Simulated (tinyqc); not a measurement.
Threshold-voltage variability of a planar MOSFET, analytic estimates: one step of the calculation.

Three independent sources add in quadrature: random dopants in the depleted layer, metal-gate grains of two orientations, and roughness of the two gate edges acting through the roll-off VT = VT(long) - Vr exp(-L/l). These are first-order estimates: no three-dimensional electrostatics, no percolation.

Question. Total spread, mismatch and leakage. s = sqrt(s1^2 + s2^2 + s3^2). For a pair: s(dVT) = sqrt(2) s; current mismatch sqrt(2) sqrt((gI s)^2 + sb^2); input offset = current mismatch/gI. For a Gaussian VT the off current is log-normal with mean/median = exp(s^2/(2 (n Vt)^2)).

Parameters, values chosen for the exercise; material values close to those of silicon:
- T = 250 K (temperature)
- n = 1.24 (subthreshold factor)
- gI = 25 1/V (gm/I of a matched pair)
- sb = 2.7 % (spread of the gain factor of one device)

Constants: q = 1.602176634e-19 C, kB = 1.380649e-23 J/K, Vt = kB T/q. Results are converted to the units shown.

s1 = 25.587603 mV
s2 = 7.9514657 mV
s3 = 2.6014508 mV

Find: s; s(dVT); current mismatch; input offset; mean/median of Ioff.

Answer.

s = 26.921 mV
s(dVT) = 38.071 mV
current mismatch = 95.255 %
input offset = 38.102 mV
mean/median of Ioff = 1.6616

tinyqc, about 0.01 s, one thread, Intel Xeon 2.30GHz (shared host): `OMP_NUM_THREADS=1 python tinyqc.py 2090077 2090078 out.jsonl`
